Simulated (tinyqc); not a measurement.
Worked calculation (part 2 of 3): UHF in the 6-31g basis, for H4, spin multiplicity 3. Computed by tinyqc, a small Python program that keeps every step (integrals from PySCF). Command: `OMP_NUM_THREADS=1 python tinyqc.py 20057 20058 out.jsonl` (the two numbers bound the seeds that draw the settings). One thread of a shared host (Intel(R) Xeon(R) Processor @ 2.60GHz), about 0.2 s of CPU time with the checks.

Geometry (angstrom):
```
atom         x         y         z
H     0.000000  0.000000  0.000000
H     0.000000  0.000000  1.694000
H     0.000000  2.297000  0.000000
H     0.000000  2.297000  1.694000
```

## Iteration 1: building the Fock matrix

D(alpha) at the start:
```
           1H 1s      1H 2s      2H 1s      2H 2s      3H 1s      3H 2s      4H 1s      4H 2s
1H 1s   1.423501  -1.173554  -0.359340   0.768277  -0.109461   0.428649   0.591496  -0.764941
1H 2s  -1.173554   1.669131   0.696426  -1.314229  -0.095643   0.168659  -0.317080   0.268300
2H 1s  -0.359340   0.696426   0.761395  -0.597101  -0.516535   0.201398  -0.070247  -0.222338
2H 2s   0.768277  -1.314229  -0.597101   1.075825   0.135992  -0.275629   0.154341  -0.054250
3H 1s  -0.109461  -0.095643  -0.516535   0.135992   0.491558  -0.183005  -0.072635   0.361566
3H 2s   0.428649   0.168659   0.201398  -0.275629  -0.183005   0.517812   0.304526  -0.505520
4H 1s   0.591496  -0.317080  -0.070247   0.154341  -0.072635   0.304526   0.287989  -0.397333
4H 2s  -0.764941   0.268300  -0.222338  -0.054250   0.361566  -0.505520  -0.397333   0.696680
```

D(beta) at the start:
```
           1H 1s      1H 2s      2H 1s      2H 2s      3H 1s      3H 2s      4H 1s      4H 2s
1H 1s   0.540891   0.036199   0.180970  -0.177337  -0.211438   0.522727   0.340197  -0.559694
1H 2s   0.036199   0.002423   0.012111  -0.011868  -0.014151   0.034984   0.022768  -0.037458
2H 1s   0.180970   0.012111   0.060549  -0.059333  -0.070743   0.174893   0.113822  -0.187261
2H 2s  -0.177337  -0.011868  -0.059333   0.058142   0.069322  -0.171382  -0.111537   0.183502
3H 1s  -0.211438  -0.014151  -0.070743   0.069322   0.082653  -0.204338  -0.132986   0.218788
3H 2s   0.522727   0.034984   0.174893  -0.171382  -0.204338   0.505172   0.328773  -0.540898
4H 1s   0.340197   0.022768   0.113822  -0.111537  -0.132986   0.328773   0.213969  -0.352023
4H 2s  -0.559694  -0.037458  -0.187261   0.183502   0.218788  -0.540898  -0.352023   0.579150
```

core Hamiltonian H = T + V (hartree):
```
           1H 1s      1H 2s      2H 1s      2H 2s      3H 1s      3H 2s      4H 1s      4H 2s
1H 1s  -0.985723  -0.961916  -0.078061  -0.304742  -0.007059  -0.109787  -0.000390  -0.033808
1H 2s  -0.961916  -1.123824  -0.304742  -0.579855  -0.109787  -0.298917  -0.033808  -0.150822
2H 1s  -0.078061  -0.304742  -0.985723  -0.961916  -0.000390  -0.033808  -0.007059  -0.109787
2H 2s  -0.304742  -0.579855  -0.961916  -1.123824  -0.033808  -0.150822  -0.109787  -0.298917
3H 1s  -0.007059  -0.109787  -0.000390  -0.033808  -0.985723  -0.961916  -0.078061  -0.304742
3H 2s  -0.109787  -0.298917  -0.033808  -0.150822  -0.961916  -1.123824  -0.304742  -0.579855
4H 1s  -0.000390  -0.033808  -0.007059  -0.109787  -0.078061  -0.304742  -0.985723  -0.961916
4H 2s  -0.033808  -0.150822  -0.109787  -0.298917  -0.304742  -0.579855  -0.961916  -1.123824
```

nuclear repulsion = 1.45634149 hartree

Given earlier and not repeated: Two-electron integrals (ij|kl) in chemists' order.

J_ij = sum D_kl (ij|kl) with D = D(alpha) + D(beta), K_ij = sum D_kl (ik|jl) for each spin; F = H + J - K(s); E = tr D H + tr D J / 2 - 0.5 sum_s tr D(s) K(s) + E_nn.

Coulomb J (hartree):
```
          1H 1s     1H 2s     2H 1s     2H 2s     3H 1s     3H 2s     4H 1s     4H 2s
1H 1s  2.178002  1.247719  0.042203  0.313420  0.002388  0.100174  0.000081  0.025528
1H 2s  1.247719  1.475778  0.243783  0.606787  0.075303  0.295825  0.016940  0.123921
2H 1s  0.042203  0.243783  1.460064  0.890962  0.000081  0.020435  0.001923  0.073858
2H 2s  0.313420  0.606787  0.890962  1.188031  0.019562  0.123921  0.061611  0.248900
3H 1s  0.002388  0.075303  0.000081  0.019562  1.391718  0.851795  0.031246  0.218731
3H 2s  0.100174  0.295825  0.020435  0.123921  0.851795  1.132743  0.187670  0.480005
4H 1s  0.000081  0.016940  0.001923  0.061611  0.031246  0.187670  1.088918  0.691841
4H 2s  0.025528  0.123921  0.073858  0.248900  0.218731  0.480005  0.691841  0.985237
```

exchange K(alpha) (hartree):
```
           1H 1s      1H 2s      2H 1s      2H 2s      3H 1s      3H 2s      4H 1s      4H 2s
1H 1s   0.778596   0.356982   0.007858   0.069125   0.015643   0.063506   0.018421  -0.018225
1H 2s   0.356982   0.283496   0.062612   0.049077   0.038411   0.094834   0.001093  -0.006114
2H 1s   0.007858   0.062612   0.482000   0.225261  -0.080113  -0.056813  -0.037843  -0.044716
2H 2s   0.069125   0.049077   0.225261   0.156806  -0.039141  -0.031206  -0.010000  -0.008137
3H 1s   0.015643   0.038411  -0.080113  -0.039141   0.528708   0.336101   0.058720   0.128903
3H 2s   0.063506   0.094834  -0.056813  -0.031206   0.336101   0.279826   0.053120   0.096760
4H 1s   0.018421   0.001093  -0.037843  -0.010000   0.058720   0.053120   0.103738   0.064177
4H 2s  -0.018225  -0.006114  -0.044716  -0.008137   0.128903   0.096760   0.064177   0.105694
```

exchange K(beta) (hartree):
```
           1H 1s      1H 2s      2H 1s      2H 2s      3H 1s      3H 2s      4H 1s      4H 2s
1H 1s   0.613557   0.344860   0.025017   0.056484   0.011333   0.070976   0.009770  -0.021830
1H 2s   0.344860   0.209088   0.017242   0.032919   0.008967   0.051852   0.007110  -0.014941
2H 1s   0.025017   0.017242   0.014600   0.004761   0.000902   0.004823   0.001090  -0.003636
2H 2s   0.056484   0.032919   0.004761   0.012673   0.000561   0.004994  -0.000246   0.006245
3H 1s   0.011333   0.008967   0.000902   0.000561   0.005484   0.010218   0.001038  -0.001456
3H 2s   0.070976   0.051852   0.004823   0.004994   0.010218   0.040937   0.006567  -0.006386
4H 1s   0.009770   0.007110   0.001090  -0.000246   0.001038   0.006567   0.026018   0.002153
4H 2s  -0.021830  -0.014941  -0.003636   0.006245  -0.001456  -0.006386   0.002153   0.026624
```

F(alpha) (hartree):
```
           1H 1s      1H 2s      2H 1s      2H 2s      3H 1s      3H 2s      4H 1s      4H 2s
1H 1s   0.413683  -0.071179  -0.043716  -0.060448  -0.020313  -0.073119  -0.018729   0.009945
1H 2s  -0.071179   0.068458  -0.123571  -0.022145  -0.072894  -0.097926  -0.017962  -0.020786
2H 1s  -0.043716  -0.123571  -0.007659  -0.296215   0.079805   0.043440   0.032708   0.008787
2H 2s  -0.060448  -0.022145  -0.296215  -0.092598   0.024895   0.004306  -0.038176  -0.041880
3H 1s  -0.020313  -0.072894   0.079805   0.024895  -0.122714  -0.446222  -0.105535  -0.214914
3H 2s  -0.073119  -0.097926   0.043440   0.004306  -0.446222  -0.270906  -0.170193  -0.196609
4H 1s  -0.018729  -0.017962   0.032708  -0.038176  -0.105535  -0.170193  -0.000543  -0.334252
4H 2s   0.009945  -0.020786   0.008787  -0.041880  -0.214914  -0.196609  -0.334252  -0.244281
```

F(beta) (hartree):
```
           1H 1s      1H 2s      2H 1s      2H 2s      3H 1s      3H 2s      4H 1s      4H 2s
1H 1s   0.578721  -0.059057  -0.060875  -0.047807  -0.016003  -0.080589  -0.010078   0.013550
1H 2s  -0.059057   0.142866  -0.078201  -0.005987  -0.043451  -0.054945  -0.023979  -0.011960
2H 1s  -0.060875  -0.078201   0.459742  -0.075715  -0.001210  -0.018196  -0.006225  -0.032293
2H 2s  -0.047807  -0.005987  -0.075715   0.051534  -0.014807  -0.031894  -0.047929  -0.056262
3H 1s  -0.016003  -0.043451  -0.001210  -0.014807   0.400511  -0.120338  -0.047853  -0.084555
3H 2s  -0.080589  -0.054945  -0.018196  -0.031894  -0.120338  -0.032018  -0.123640  -0.093463
4H 1s  -0.010078  -0.023979  -0.006225  -0.047929  -0.047853  -0.123640   0.077176  -0.272228
4H 2s   0.013550  -0.011960  -0.032293  -0.056262  -0.084555  -0.093463  -0.272228  -0.165211
```

total energy of this density = 0.65241738 hartree

## Iteration 1: diagonalisation and new density

X:
```
           1H 1s      1H 2s      2H 1s      2H 2s      3H 1s      3H 2s      4H 1s      4H 2s
1H 1s   1.259490  -0.509867   0.021014   0.040905  -0.012691   0.055039  -0.003985  -0.000147
1H 2s  -0.509867   1.408418   0.040905  -0.328491   0.055039  -0.192124  -0.000147   0.042813
2H 1s   0.021014   0.040905   1.259490  -0.509867  -0.003985  -0.000147  -0.012691   0.055039
2H 2s   0.040905  -0.328491  -0.509867   1.408418  -0.000147   0.042813   0.055039  -0.192124
3H 1s  -0.012691   0.055039  -0.003985  -0.000147   1.259490  -0.509867   0.021014   0.040905
3H 2s   0.055039  -0.192124  -0.000147   0.042813  -0.509867   1.408418   0.040905  -0.328491
4H 1s  -0.003985  -0.000147  -0.012691   0.055039   0.021014   0.040905   1.259490  -0.509867
4H 2s  -0.000147   0.042813   0.055039  -0.192124   0.040905  -0.328491  -0.509867   1.408418
```

Diagonalise F' = X^T F X, C = X C', fill 3 alpha and 1 beta electrons from the bottom; D(s) = C_occ C_occ^T. Each column has its largest component positive (the first on a tie).

F' = X^T F X (alpha) (hartree):
```
           1          2          3          4          5          6          7          8
1   0.754889  -0.432934   0.041538  -0.043987   0.000747  -0.018967  -0.045358   0.057218
2  -0.432934   0.358285  -0.082053  -0.009068   0.018848  -0.141641   0.014737   0.013470
3   0.041538  -0.082053   0.332678  -0.487678   0.067001   0.025027   0.023839   0.066389
4  -0.043987  -0.009068  -0.487678   0.239217   0.027875   0.035263   0.016340  -0.081328
5   0.000747   0.018848   0.067001   0.027875   0.285887  -0.581286   0.003567  -0.090798
6  -0.018967  -0.141641   0.025027   0.035263  -0.581286   0.180332  -0.058391  -0.096533
7  -0.045358   0.014737   0.023839   0.016340   0.003567  -0.058391   0.349874  -0.471030
8   0.057218   0.013470   0.066389  -0.081328  -0.090798  -0.096533  -0.471030   0.099601
```

orbital energies (alpha) (hartree): MO1 -0.467724, MO2 -0.222913, MO3 -0.178372, MO4 0.101398, MO5 0.676885, MO6 0.768577, MO7 0.842192, MO8 1.080720

coefficients C (alpha):
```
             MO1        MO2        MO3        MO4        MO5        MO6        MO7        MO8
1H 1s   0.012909   0.022758  -0.084935   0.238001  -0.038234   0.509627  -0.021927   1.235069
1H 2s   0.057858  -0.087261  -0.174543   0.877759  -0.031372  -0.570924  -0.326915  -1.072035
2H 1s  -0.142518   0.335169  -0.309271  -0.036501   0.619636  -0.878841  -0.578596   0.361781
2H 2s  -0.157448   0.518638  -0.290576  -0.413053  -0.480140   1.084035   0.638211  -0.182087
3H 1s   0.398165  -0.097461  -0.180839  -0.237533  -0.283443   0.422229  -1.129824  -0.243559
3H 2s   0.430567  -0.206187  -0.485851  -0.131266   0.531688  -0.214017   1.217122   0.322327
4H 1s   0.187604   0.209249   0.216666   0.156502   1.069367   0.692672   0.021032  -0.278208
4H 2s   0.304219   0.437521   0.585073   0.074201  -1.005425  -0.749273  -0.358618   0.249544
```

F' = X^T F X (beta) (hartree):
```
           1          2          3          4          5          6          7          8
1   1.016851  -0.564210   0.001002   0.007696   0.008195  -0.038360  -0.029194   0.055879
2  -0.564210   0.517827  -0.039005  -0.078511   0.024979  -0.105307  -0.004173   0.019962
3   0.001002  -0.039005   0.828493  -0.457315  -0.002800  -0.002937  -0.006603   0.033828
4   0.007696  -0.078511  -0.457315   0.339969   0.006085   0.007006   0.026204  -0.098254
5   0.008195   0.024979  -0.002800   0.006085   0.773166  -0.459998   0.032305  -0.027126
6  -0.038360  -0.105307  -0.002937   0.007006  -0.459998   0.263382  -0.052649  -0.064218
7  -0.029194  -0.004173  -0.006603   0.026204   0.032305  -0.052649   0.416154  -0.450999
8   0.055879   0.019962   0.033828  -0.098254  -0.027126  -0.064218  -0.450999   0.140220
```

orbital energies (beta) (hartree): MO1 -0.227522, MO2 -0.027639, MO3 0.037983, MO4 0.209200, MO5 0.743317, MO6 1.054027, MO7 1.116522, MO8 1.390175

coefficients C (beta):
```
             MO1        MO2        MO3        MO4        MO5        MO6        MO7        MO8
1H 1s   0.003289   0.150607   0.055799   0.215160   0.046354   0.070032  -0.008451   1.331306
1H 2s  -0.007376   0.290149   0.103667   0.848868  -0.180351   0.158415   0.215054  -1.214712
2H 1s   0.017952   0.071305   0.192822  -0.054599   0.204125   0.132136   1.321697  -0.004543
2H 2s   0.060824   0.088441   0.747433  -0.579242   0.081248  -0.134199  -1.184080   0.250206
3H 1s   0.066170   0.131678  -0.092639  -0.150992  -0.133860   1.323899  -0.117296  -0.118807
3H 2s   0.112915   0.800526  -0.348832  -0.362947   0.383215  -1.137108   0.012008   0.218953
4H 1s   0.320336  -0.067527  -0.044939   0.182481   1.273270   0.115519  -0.261862  -0.077280
4H 2s   0.679035  -0.477758   0.021672   0.125889  -1.232176   0.144657   0.385892   0.034689
```

D(alpha) after iteration 1:
```
           1H 1s      1H 2s      2H 1s      2H 2s      3H 1s      3H 2s      4H 1s      4H 2s
1H 1s   0.007899   0.013586   0.032056   0.034451   0.018282   0.042132  -0.011219  -0.035809
1H 2s   0.013586   0.041427   0.016488  -0.003648   0.063106   0.127706  -0.045223  -0.122698
2H 1s   0.032056   0.016488   0.228299   0.286138  -0.033483   0.019789  -0.023612  -0.077660
2H 2s   0.034451  -0.003648   0.286138   0.378210  -0.060690  -0.033551   0.016028   0.009008
3H 1s   0.018282   0.063106  -0.033483  -0.060690   0.200737   0.279393   0.015122  -0.027316
3H 2s   0.042132   0.127706   0.019789  -0.033551   0.279393   0.463952  -0.067636  -0.243483
4H 1s  -0.011219  -0.045223  -0.023612   0.016028   0.015122  -0.067636   0.125925   0.275389
4H 2s  -0.035809  -0.122698  -0.077660   0.009008  -0.027316  -0.243483   0.275389   0.626284
```

D(beta) after iteration 1:
```
           1H 1s      1H 2s      2H 1s      2H 2s      3H 1s      3H 2s      4H 1s      4H 2s
1H 1s   0.000011  -0.000024   0.000059   0.000200   0.000218   0.000371   0.001054   0.002234
1H 2s  -0.000024   0.000054  -0.000132  -0.000449  -0.000488  -0.000833  -0.002363  -0.005009
2H 1s   0.000059  -0.000132   0.000322   0.001092   0.001188   0.002027   0.005751   0.012190
2H 2s   0.000200  -0.000449   0.001092   0.003700   0.004025   0.006868   0.019484   0.041301
3H 1s   0.000218  -0.000488   0.001188   0.004025   0.004378   0.007472   0.021197   0.044931
3H 2s   0.000371  -0.000833   0.002027   0.006868   0.007472   0.012750   0.036171   0.076673
4H 1s   0.001054  -0.002363   0.005751   0.019484   0.021197   0.036171   0.102615   0.217519
4H 2s   0.002234  -0.005009   0.012190   0.041301   0.044931   0.076673   0.217519   0.461088
```

## Iteration 2: building the Fock matrix

As before.

Coulomb J (hartree):
```
          1H 1s     1H 2s     2H 1s     2H 2s     3H 1s     3H 2s     4H 1s     4H 2s
1H 1s  0.963486  0.628402  0.031656  0.177321  0.001977  0.058151  0.000086  0.016535
1H 2s  0.628402  0.929316  0.228052  0.481891  0.080330  0.254532  0.025543  0.128951
2H 1s  0.031656  0.228052  1.458887  0.890965  0.000086  0.020437  0.002449  0.078560
2H 2s  0.177321  0.481891  0.890965  1.165887  0.022366  0.128951  0.097239  0.302674
3H 1s  0.001977  0.080330  0.000086  0.022366  1.597140  0.981545  0.045451  0.269712
3H 2s  0.058151  0.254532  0.020437  0.128951  0.981545  1.290262  0.308816  0.645950
4H 1s  0.000086  0.025543  0.002449  0.097239  0.045451  0.308816  1.966909  1.187908
4H 2s  0.016535  0.128951  0.078560  0.302674  0.269712  0.645950  1.187908  1.494478
```

exchange K(alpha) (hartree):
```
           1H 1s      1H 2s      2H 1s     2H 2s      3H 1s     3H 2s      4H 1s      4H 2s
1H 1s   0.066705   0.078577   0.062915  0.069486   0.034558  0.041140  -0.015014  -0.000459
1H 2s   0.078577   0.130243   0.179824  0.175382   0.089699  0.101011  -0.001544   0.034639
2H 1s   0.062915   0.179824   0.702011  0.533698  -0.008853  0.014315   0.000212   0.051485
2H 2s   0.069486   0.175382   0.533698  0.469499   0.015367  0.048736   0.055909   0.106920
3H 1s   0.034558   0.089699  -0.008853  0.015367   0.668543  0.517692   0.040058   0.149901
3H 2s   0.041140   0.101011   0.014315  0.048736   0.517692  0.475958   0.138729   0.227103
4H 1s  -0.015014  -0.001544   0.000212  0.055909   0.040058  0.138729   0.614224   0.500121
4H 2s  -0.000459   0.034639   0.051485  0.106920   0.149901  0.227103   0.500121   0.489905
```

exchange K(beta) (hartree):
```
          1H 1s     1H 2s     2H 1s     2H 2s     3H 1s     3H 2s     4H 1s     4H 2s
1H 1s  0.000470  0.001342  0.000901  0.002019  0.001801  0.003346  0.004382  0.005408
1H 2s  0.001342  0.006124  0.004430  0.010900  0.011459  0.020887  0.030836  0.035826
2H 1s  0.000901  0.004430  0.007094  0.011129  0.005254  0.011214  0.019463  0.023648
2H 2s  0.002019  0.010900  0.011129  0.025667  0.017189  0.037148  0.073554  0.081364
3H 1s  0.001801  0.011459  0.005254  0.017189  0.055541  0.070388  0.074264  0.089190
3H 2s  0.003346  0.020887  0.011214  0.037148  0.070388  0.117766  0.181847  0.196242
4H 1s  0.004382  0.030836  0.019463  0.073554  0.074264  0.181847  0.542133  0.463608
4H 2s  0.005408  0.035826  0.023648  0.081364  0.089190  0.196242  0.463608  0.454627
```

F(alpha) (hartree):
```
           1H 1s      1H 2s      2H 1s      2H 2s      3H 1s      3H 2s      4H 1s      4H 2s
1H 1s  -0.088942  -0.412091  -0.109320  -0.196907  -0.039639  -0.092776   0.014711  -0.016814
1H 2s  -0.412091  -0.324750  -0.256513  -0.273346  -0.119156  -0.145396  -0.006721  -0.056509
2H 1s  -0.109320  -0.256513  -0.228848  -0.604649   0.008549  -0.027686  -0.004821  -0.082712
2H 2s  -0.196907  -0.273346  -0.604649  -0.427436  -0.026809  -0.070606  -0.068457  -0.103162
3H 1s  -0.039639  -0.119156   0.008549  -0.026809  -0.057126  -0.498063  -0.072668  -0.184931
3H 2s  -0.092776  -0.145396  -0.027686  -0.070606  -0.498063  -0.309519  -0.134654  -0.161008
4H 1s   0.014711  -0.006721  -0.004821  -0.068457  -0.072668  -0.134654   0.366962  -0.274129
4H 2s  -0.016814  -0.056509  -0.082712  -0.103162  -0.184931  -0.161008  -0.274129  -0.119251
```

F(beta) (hartree):
```
           1H 1s      1H 2s      2H 1s      2H 2s      3H 1s      3H 2s      4H 1s      4H 2s
1H 1s  -0.022707  -0.334856  -0.047306  -0.129440  -0.006883  -0.054982  -0.004685  -0.022681
1H 2s  -0.334856  -0.200631  -0.081120  -0.108863  -0.040916  -0.065272  -0.039100  -0.057696
2H 1s  -0.047306  -0.081120   0.466070  -0.082079  -0.005557  -0.024586  -0.024072  -0.054875
2H 2s  -0.129440  -0.108863  -0.082079   0.016396  -0.028631  -0.059019  -0.086102  -0.077607
3H 1s  -0.006883  -0.040916  -0.005557  -0.028631   0.555876  -0.050759  -0.106874  -0.124220
3H 2s  -0.054982  -0.065272  -0.024586  -0.059019  -0.050759   0.048673  -0.177773  -0.130147
4H 1s  -0.004685  -0.039100  -0.024072  -0.086102  -0.106874  -0.177773   0.439053  -0.237616
4H 2s  -0.022681  -0.057696  -0.054875  -0.077607  -0.124220  -0.130147  -0.237616  -0.083973
```

total energy of this density = -1.63487863 hartree
